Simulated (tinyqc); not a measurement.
Schottky barrier on an n-type semiconductor, non-linear Poisson equation by Newton steps: one step of the calculation.

One dimension, metal at x = 0, donor density C(x) = Nd, uniform. Energies are counted from the electron Fermi level of the semiconductor and the conduction-band edge is Ec = -psi, so n = Nc exp(psi/Vt); holes follow the Fermi level of the metal, at -V, so p = Nv exp((V - psi - Eg)/Vt). Ends: psi(0) = V - phiB and psi = Vt ln(Nd/Nc) deep inside. Boltzmann statistics, full ionisation, no current, no image force in the Poisson equation.

Question. Densities, residual and Jacobian diagonal. n_i = Nc exp(psi_i/Vt), p_i = Nv exp((V - psi_i - Eg)/Vt), rho_i = p_i - n_i + C_i, g_i = (n_i + p_i)/Vt. Box widths w_i = (h_(i-1) + h_i)/2 in cm. Residual F_i = a_i (psi_(i+1) - psi_i) - a_(i-1) (psi_i - psi_(i-1)) + q rho_i w_i; Jacobian: a_(i-1) and a_i beside the diagonal, b_i = -a_(i-1) - a_i - q g_i w_i on it. The two end nodes are fixed.

Values chosen for this exercise; band and dielectric values those of a made-up semiconductor:
```
symbol,value,unit,meaning
T,300,K,temperature
Eg,0.961,eV,band gap
Nc,2.3e19,cm^-3,conduction-band density of states at T
Nv,2.18e19,cm^-3,valence-band density of states at T
V,-0.8,V,bias of the metal against the semiconductor
```

Constants: q = 1.602176634e-19 C, kB = 1.380649e-23 J/K, Vt = kB T/q. Results are converted to the units shown.

```
node  x (nm)  psi at the start (V)  donor density C (cm^-3)
0          0            -1.2200000                   3.3e17
1        5.3            -1.0436113                   3.3e17
2       11.5            -0.8566226                   3.3e17
3       18.9            -0.6607590                   3.3e17
4       27.6            -0.4685056                   3.3e17
5       37.8            -0.2954308                   3.3e17
6       49.8            -0.1641215                   3.3e17
7       63.9            -0.1097208                   3.3e17
8       80.6            -0.1097199                   3.3e17
9        100            -0.1097199                   3.3e17
10       123            -0.1097199                   3.3e17
11       151            -0.1097199                   3.3e17
```

coupling a_i, interval 0 to 10 (F/cm^2): [1.8376616e-6, 1.5709043e-6, 1.3161631e-6, 1.1194950e-6, 9.5486339e-7, 8.1163388e-7, 6.9075224e-7, 5.8320998e-7, 5.0204158e-7, 4.2346116e-7, 3.4784309e-7]

Wanted: n; p; residual F; diagonal b.

Answer.

```
node  n (cm^-3)  p (cm^-3)
0        0.0736    1.78e10
1          67.6     1.94e7
2        9.36e4     1.40e4
3        1.83e8       7.17
4       3.10e11    0.00422
5       2.50e14    5.22e-6
6       4.02e16    3.25e-8
7       3.30e17    3.96e-9
8       3.30e17    3.96e-9
9       3.30e17    3.96e-9
10      3.30e17    3.96e-9
11      3.30e17    3.96e-9
```

```
node  residual F (1e-8 C/cm^2)  diagonal b (F/cm^2)
1                         0.00             -3.41e-6
2                         0.00             -2.89e-6
3                         0.00             -2.44e-6
4                         0.00             -2.07e-6
5                         0.00             -1.77e-6
6                        -0.84             -1.83e-6
7                        -3.76             -4.42e-6
8                         0.00             -4.78e-6
9                         0.00             -5.26e-6
10                        0.00             -5.99e-6
```

Program tinyqc, `OMP_NUM_THREADS=1 python tinyqc.py 2020154 2020155 out.jsonl`; Intel Xeon 2.30GHz, shared host, one thread, about 0.07 s.
